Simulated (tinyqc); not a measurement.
Cyclotron resonance of ellipsoidal valleys, Si type, step by step. Values are carried at full precision from step to step, so a last printed digit may differ when a step is redone from the rounded ones.

Valleys along [100], [010], [001] (each with its opposite partner), mass ml along the axis and mt across it. B lies in the (1-10) plane, b = (sin(theta)/sqrt2, sin(theta)/sqrt2, cos(theta)). For the angle phi between B and the axis, 1/mc^2 = cos^2(phi)/mt^2 + sin^2(phi)/(mt ml). Resonance: h nu = 2 muB B/mc, h = 2 pi hbar.

Constants: hbar = 6.58211957e-16 eV s; muB = 5.788381798e-05 eV/T.

Inputs chosen for the exercise (near those of Si; not measured data): theta = 22 degrees (angle of B from [001] towards [110]); ml = 0.933 m0 (longitudinal mass); mt = 0.194 m0 (transverse mass); nu = 24 GHz (microwave frequency); tau = 150 ps (scattering time).

## Angles to the valley axes

Give b and cos^2(phi) for each axis.

b: 0.2649  0.2649  0.9272

cos^2(phi): [100] 0.0702, [010] 0.0702, [001] 0.8597

## Cyclotron masses and resonance fields

For each axis, mc and B = h nu mc/(2 muB).

Resonances:

| axis | mc (m0) | B (T) |
|---|---|---|
| [100] | 0.3779 | 0.3240 |
| [010] | 0.3779 | 0.3240 |
| [001] | 0.2058 | 0.1764 |

2 distinct masses appear; the limits are mt = 0.194 (B along the axis) and sqrt(ml mt) = 0.4254 (B across it).

## The same from the mass tensor

For the valley along [001]: M = mt 1 + (ml - mt) a a^T, and mc^2 = det M/(b M b).

M (m0), lower triangle:
```
        x       y       z
x  0.1940
y       0  0.1940
z       0       0  0.9330
```

det M = 0.035114
b M b = 0.8293
mc = 0.2058 m0

## Line shape

For linear polarisation and one isotropic mass the absorbed power goes as P = [1 + (w^2 + wc^2) tau^2]/([1 + (wc^2 - w^2) tau^2]^2 + 4 w^2 tau^2), w = 2 pi nu. List it for wc/w = 0, 0.5, 0.8, 0.9, 1, 1.1, 1.2, 1.5 and 2, which is B over the resonance field.

w tau = 22.619

Power:

| wc/w | P |
|---|---|
| 0.0 | 0.001951 |
| 0.5 | 0.004313 |
| 0.8 | 0.02359 |
| 0.9 | 0.08202 |
| 1.0 | 0.5002 |
| 1.1 | 0.08197 |
| 1.2 | 0.02349 |
| 1.5 | 0.004035 |
| 2.0 | 0.001084 |

The largest listed value lies at wc/w = 1.0, 256.4 times the zero-field value. With w tau well above 1 the line is sharp, of relative half width about 1/(w tau). The closest two lines of this crystal are 83.7 % apart, so they are resolved.

## Checks

- Rotation frequency of dv/dt = -M^-1 (v x b) for the valley along [001], in units of e B/m0, against 1/mc: both 4.8597.

tinyqc: `OMP_NUM_THREADS=1 python tinyqc.py 1280804 1280805 out.jsonl`; about 0.01 s, one thread, shared Intel(R) Xeon(R) Processor @ 2.30GHz.
